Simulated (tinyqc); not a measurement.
A chain with uneven site energies and dephasing by Buettiker voltage probes: one step of the calculation.

Sites 1 to 6 form a chain with hopping -t. Lead L joins site 1 and lead R site 6, both semi-infinite chains with hopping -t and site energy 0. Every site carries a probe with self-energy -i Gamma_p/2 that draws no net current. Linear response at zero temperature: mu_L = 1, mu_R = 0 in units of the bias.

Question. Current at both leads. In units of (2 q^2/h) times the bias, T_RL + sum_p T_pL (1 - mu_p) leaves L and T_RL + sum_p T_pR mu_p enters R.

T_RL = 0.028428659

| probe | T_pL | T_pR | mu_p |
|---|---|---|---|
| 1 | 0.37887177 | 0.01356656 | 0.82435674 |
| 2 | 0.14268685 | 0.04930769 | 0.59583157 |
| 3 | 0.11939105 | 0.04248926 | 0.59356197 |
| 4 | 0.08778385 | 0.08716913 | 0.50407152 |
| 5 | 0.03359290 | 0.26492983 | 0.27662388 |
| 6 | 0.01356656 | 0.50812960 | 0.13635154 |

Wanted: current leaving L; current entering R.

Answer.

current leaving L = 0.2807
current entering R = 0.2807

The two are equal: the probes conserve the current.

tinyqc, about 0.01 s, one thread, Intel Xeon 2.30GHz (shared host): `OMP_NUM_THREADS=1 python tinyqc.py 2700028 2700029 out.jsonl`
